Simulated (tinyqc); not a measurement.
Worked calculation: tight binding, dimerised chain. One step of it, computed by the program tinyqc.

Problem. Levels at k. Diagonalise the Hermitian matrix.

H(k) at k (eV):
```
                     A                    B
A             0.000000  -2.605102+1.772507i
B  -2.605102-1.772507i             0.000000
```

Give: eigenvalues; weights |c|^2 of the basis functions.

Solution.

eigenvalues (eV): -3.151  3.151

weights |c|^2 of the basis functions:
```
   band 1  band 2
A   0.500   0.500
B   0.500   0.500
```
